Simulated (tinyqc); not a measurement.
Worked calculation: decay of LO phonons and the hot-phonon bottleneck in the cooling of electrons. Computed by tinyqc, a small Python program that keeps every step. Command: `OMP_NUM_THREADS=1 python tinyqc.py 3009858 3009859 out.jsonl hotphonon walk`. One thread of a shared host (Intel(R) Xeon(R) Processor @ 2.30GHz), about 0.01 s of CPU time with the checks. Intermediate numbers are printed to about 6 digits and carried at full precision; extremes and crossings named in words are read from the listed rows.

n(E, T) = 1/(exp(E/(k_B T)) - 1) is the Bose occupation. Electrons have a temperature T_e; the LO modes within their reach share one occupation N; the decay products stay at the lattice temperature.

Inputs (values chosen for the exercise, modelled on indium arsenide):
```
quantity                                             value    unit
LO energy hbar omega                                  30.4     meV
lifetime at T = 0, tau_0                               6.4      ps
share f of the energy in the softer product            0.2       -
lattice temperature T                                  500       K
electron mass m*                                    0.0247     m_0
eps_inf                                               12.3       -
static dielectric constant eps_s                        15       -
electron density n                                   2e+18  1/cm^3
density of LO modes that the electrons reach, N_m  4.1e+19  1/cm^3
power supplied per electron P                        0.098      nW
step factor                                              1       -
```

Decay channel: two unequal phonons (Ridley).

Constants: k_B = 8.617333262e-05 eV/K; c = 299792458 m/s; e^2/(4 pi eps_0) = 14.39964548 eV angstrom; hbar^2/(2 m_0) = 3.80998212 eV angstrom^2; hbar = 6.582119569e-16 eV s; e = 1.602176634e-19 C; k_B = 1.380649e-23 J/K.

## Lifetime and Raman width

Decay rate 1/tau = (1/tau_0) [1 + n(f hbar omega) + n((1 - f) hbar omega)]. Full width Gamma = 1/(2 pi c tau) in 1/cm, c in cm/s.

thermal factor tau_0/tau = 8.91682

phonon lifetime tau = 0.717744 ps

Raman width Gamma = 7.39656 1/cm

equilibrium LO occupation N_0 = 0.975639

Stimulated decay shortens the lifetime by 89 %.

## Spontaneous emission time

Froehlich coupling alpha = (e^2/(4 pi eps_0)) (1/eps_inf - 1/eps_s) k_0/(2 hbar omega), k_0 = sqrt(m* hbar omega/(hbar^2/(2 m_0))); emission time tau_sp = hbar/(2 alpha hbar omega); bottleneck ratio r = (n/N_m) tau/tau_sp.

alpha = 0.0486563

emission time tau_sp = 222.496 fs

bottleneck ratio r = 0.157360

r compares the rate at which electrons exchange quanta with a mode to its decay rate. Decay is much faster: hardly any bottleneck.

## Electron and phonon temperatures in closed form

Net emission per electron: [(N + 1) x - N]/tau_sp with x = exp(-hbar omega/(k_B T_e)), a simple two-level balance; steady state of the modes: n [(N + 1) x - N]/tau_sp = N_m (N - N_0)/tau; power per electron P = hbar omega [(N + 1) x - N]/tau_sp. With p = P tau_sp/(hbar omega): N = N_0 + r p and x = (p + N)/(N + 1); without hot phonons N = N_0. The mode temperature T_LO solves n(hbar omega, T_LO) = N.

reduced power p = 0.00447677

LO occupation N = 0.976343

electron temperature T_e = 503.526 K

T_e without hot phonons = 503.265 K

mode temperature T_LO = 500.259 K

Hot phonons raise T_e by 0 K. T_LO stays near the lattice temperature. Caution: the electrons are degenerate; Pauli blocking and the Fermi energy, left out here, matter.

## The same balance by iteration

Eliminating N gives P(T_e) = (hbar omega/tau_sp) [(N_0 + 1) x - N_0]/[1 + r (1 - x)]. Newton steps on ln P against ln T_e, times the step factor, each limited to 0.7 in ln T_e and to keeping a fifth of T_e - T; start at 1.5 T; stop when |ln(P/P(T_e))| < 1e-9 or after 40 steps.

Iterations:
```
step  T_e (K)  P(T_e) (nW)  ln(P/P(T_e))
0     750.000      5.34706  -3.99933e+00
1     550.000      1.31669  -2.59791e+00
2     510.000      0.27585  -1.03489e+00
3     502.000      0.05570   5.65062e-01
4     503.134      0.08716   1.17217e-01
5     503.503      0.09738   6.38395e-03
6     503.525      0.09800   2.03235e-05
7     503.526      0.09800   2.20676e-10
```

converged (1 yes, 0 no) = 1

T_e from the iteration = 503.526 K

Converged at step 7.

## Energy relaxation with and without hot phonons

P(T_e) = (hbar omega/tau_sp) [(N_0 + 1) x - N_0]/[1 + r (1 - x)], and r = 0 without hot phonons; energy relaxation time tau_E = (3/2) k_B (T_e - T)/P.

Cooling:
```
T_e (K)  P, cold phonons (nW)  P, hot phonons (nW)    ratio  tau_E (ps)         N
530                  0.870217             0.808388  1.07648    0.768557  0.981450
580                   2.18296              2.03690  1.07171    0.813381  0.990281
650                   3.77654              3.54303  1.06591    0.876782   1.00111
800                   6.46892              6.12522  1.05611     1.01432   1.01967
1000                  9.03452              8.63079  1.04678     1.19976   1.03768
1300                  11.6122              11.1936  1.03740     1.48011   1.05610
1800                  14.1936              13.8069  1.02801     1.94994   1.07489
2500                  16.1990              15.8703  1.02071     2.60987   1.08972
```

Reabsorption cuts the loss by a factor 1.08 at the lowest T_e and 1.02 at the highest; the factor is 1 + r (1 - x) with r = 0.157. tau_E runs from 0.77 to 2.6 ps, with its shortest value, 0.77 ps, at T_e = 530 K, against tau_sp = 220 fs and a phonon lifetime of 0.72 ps. In the coldest rows the electrons are degenerate, so (3/2) k_B (T_e - T) overstates their excess energy. Pauli blocking is left out, as are upper valleys and non-parabolic bands, which can matter above about 1000 K.

Checks made by the program: iteration against the closed form (relative difference below 1e-10).
